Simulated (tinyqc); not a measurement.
Metal gate on a two-layer dielectric stack with fixed charge and a dipole: one step of the calculation.

Gate, layer 2, layer 1, p-type semiconductor; x runs from the gate inwards. Charges are counted in units of +q. psi is the band bending at the surface, positive towards inversion. Classical charge, Boltzmann statistics, no interface traps.

Task. Fields and voltage drops. EOT = 3.9 (t1/e1 + t2/e2), Cox = eps0/(t1/e1 + t2/e2); phi_ms = pM - (chi + Eg - Vt ln(Nv/Na)).

Gauss: D = -Qs just inside the semiconductor; going towards the gate subtract q Q1, then q r1 t1, q Q2 and q r2 t2. Field = D/(eps0 e); the drop over a layer is its mean field times its thickness; Vg = phi_ms + Vd + psi + both drops.

Parameters, values chosen for the exercise; band and dielectric values close to those of silicon, layer 1 close to silicon nitride, layer 2 close to zirconium oxide:
- T = 350 K (temperature)
- Eg = 1.14 eV (band gap)
- eps_r = 11.6 (relative permittivity)
- Nv = 3.28e19 cm^-3 (valence-band density of states at T)
- chi = 4.04 eV (electron affinity)
- Na = 1e17 cm^-3 (acceptor density)
- pM = 5.1 eV (work function of the gate metal)
- t1 = 1.4 nm (thickness of layer 1, next to the semiconductor)
- e1 = 7.77 (relative permittivity of layer 1)
- t2 = 4.6 nm (thickness of layer 2, next to the gate)
- e2 = 25.2 (relative permittivity of layer 2)
- Q1 = 6.5e11 cm^-2 (fixed charge at the semiconductor interface)
- Q2 = -5e11 cm^-2 (fixed charge between the layers)
- r1 = -1e19 cm^-3 (uniform charge density in layer 1)
- r2 = 0 cm^-3 (uniform charge density in layer 2)
- Vd = 0 V (flat-band shift by a dipole layer between the layers)
- ps = 0.876 V (band bending psi of the working point)

Constants: q = 1.602176634e-19 C, kB = 1.380649e-23 J/K, Vt = kB T/q, eps0 = 8.8541878128e-14 F/cm where lengths are in cm. Results are converted to the units shown.

Qs = -0.21410005 uC/cm^2

Wanted: D; field; drop over layer 2; drop over layer 1; Vg.

Result.

```
place                        D (uC/cm^2)  field (MV/cm)
layer 2, gate side               0.41437        0.18571
layer 2, inner side              0.41437        0.18571
layer 1, outer side              0.33426        0.48587
layer 1, semiconductor side      0.10996        0.15983
semiconductor surface            0.21410        0.20845
```

drop over layer 2 = 0.085428 V
drop over layer 1 = 0.045199 V
Vg = 1.1013 V

The same Vg follows from Vfb + psi - Qs/Cox. The largest field, 0.486 MV/cm in size, is at: layer 1, outer side.

tinyqc, about 0.01 s, one thread, Intel Xeon 2.30GHz (shared host): `OMP_NUM_THREADS=1 python tinyqc.py 2010135 2010136 out.jsonl`
